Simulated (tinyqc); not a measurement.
Inside a calculation. Method: coherent transport through a tight-binding region between two chains. One step of it, computed by the program tinyqc.

Task: Transmission at E = 0.93 eV. Surface Green function g = (E - i sqrt(4 t^2 - E^2)) / (2 t^2); self-energy tc^2 g on each contact site; G = (E - H - Sigma)^(-1); Gamma = -2 Im Sigma; T = Gamma_L Gamma_R |G_LR|^2; local density of states -Im G_ii / pi.

H of the central region (eV):
```
           1          2
1   0.830000  -0.640000
2  -0.640000   0.980000
```

Leads: semi-infinite chains with site energy 0:
```
parameter                           value
lead hopping t (eV)              2.930000
coupling to the left lead (eV)   0.670000
coupling to the right lead (eV)  1.310000
left contact site                       1
right contact site                      2
```

E = 0.930000 eV

Give: g; G; local density of states; transmission.

Result:

g = 0.054-0.337i 1/eV

G (1/eV):
```
              1              2
1  0.330-1.124i   1.258+0.055i
2  1.258+0.055i  -0.136-0.304i
```

local density of states (1/eV): 0.358  0.097

transmission = 0.555
